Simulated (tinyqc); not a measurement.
Same peak temperature, different pulse lengths: millisecond and nanosecond annealing: surface heating, thermal budget and solid-phase regrowth. Computed by tinyqc, a small Python program. Command: `OMP_NUM_THREADS=1 python tinyqc.py 3015857 3015858 out.jsonl flash walk`. One thread of a shared host (Intel(R) Xeon(R) Processor @ 2.30GHz), about 0.02 s of CPU time with the checks.

A square pulse heats the surface of a thick wafer with constant thermal properties; losses by radiation are neglected and silicon melts at 1414 C.

Inputs (values chosen for the exercise, modelled on hot silicon with arsenic):
```
quantity                      value        unit
incident fluence                114      J/cm^2
pulse length t_p              0.016           s
reflectance R                   0.4           -
thermal conductivity k         0.29    W/(cm K)
heat capacity per volume c     2.36  J/(cm^3 K)
preheat temperature T0          500           C
wafer thickness d               775          um
dopant prefactor D0            10.3      cm^2/s
dopant activation energy E     3.98          eV
regrowth prefactor v0       4.6e+08        cm/s
regrowth energy E_v            2.72          eV
amorphous layer                 8.1          nm
```

Source: flash lamp.

Constants: k_B = 8.617333262e-05 eV/K.

Method:
- Absorbed flux q = (1 - R) fluence/t_p; kappa = k/c. With f(z, t) = (2 q/k) sqrt(kappa t) ierfc(z/(2 sqrt(kappa t))), ierfc(x) = exp(-x^2)/sqrt(pi) - x erfc(x): T = T0 + f(z, t) during the pulse and T0 + f(z, t) - f(z, t - t_p) after it.
- At the surface the rise at the end of the pulse is 2 q sqrt(t_p/(pi k c)); the fluence that just melts the surface scales with (1414 - T0).
- Temperatures in kelvin are T(C) + 273.15.
- Integrate exp(-E/(k_B T(t))) at the surface from 0 to 10 t_p (Gauss-Legendre, 60 points in sqrt(t) up to t_p and 60 in sqrt(t - t_p) after it). (Dt) = D0 x integral with E; regrowth = v0 x integral with E_v; effective time = integral/exp(-E/(k_B T_peak)).
- For each t_p the flux is set so that the peak temperature stays the same: q sqrt(t_p) is fixed.

absorbed flux q = 4275 W/cm^2

kappa = 0.122881 cm^2/s

Pulses:
```
t_p (s)   fluence (J/cm^2)  q (W/cm^2)  thermal length (um)  2 sqrt(Dt) (nm)  regrowth (nm)
1.00e-07        2.8500e-01  1.7100e+06           1.1085e+00       1.6671e-03     7.1883e-02
1.00e-06        9.0125e-01  5.4075e+05           3.5054e+00       5.2717e-03     7.1883e-01
1.00e-05        2.8500e+00  1.7100e+05           1.1085e+01       1.6671e-02     7.1883e+00
1.00e-04        9.0125e+00  5.4075e+04           3.5054e+01       5.2717e-02     7.1883e+01
3.00e-04        1.5610e+01  3.1220e+04           6.0716e+01       9.1308e-02     2.1565e+02
1.00e-03        2.8500e+01  1.7100e+04           1.1085e+02       1.6671e-01     7.1883e+02
3.00e-03        4.9363e+01  9.8727e+03           1.9200e+02       2.8874e-01     2.1565e+03
1.00e-02        9.0125e+01  5.4075e+03           3.5054e+02       5.2717e-01     7.1883e+03
```

What follows from these numbers?

Fluence and diffusion length grow as sqrt(t_p), regrowth as t_p. The layer of 8.1 nm regrows from t_p = 0.0001 s on among these rows, at a diffusion length of 0.053 nm. Caution: heat reaches the back of the wafer, which is no longer thick. Caution: amorphous silicon melts some 200 to 250 K below the crystal, which matters for the short pulses that reach the peak before regrowth. Caution: the shortest pulses need a source absorbed within their thermal length, and the longest also heat the back of the wafer, which the thick-wafer formula leaves out.

Extremes, crossings and ranges named in words are read from the listed rows.
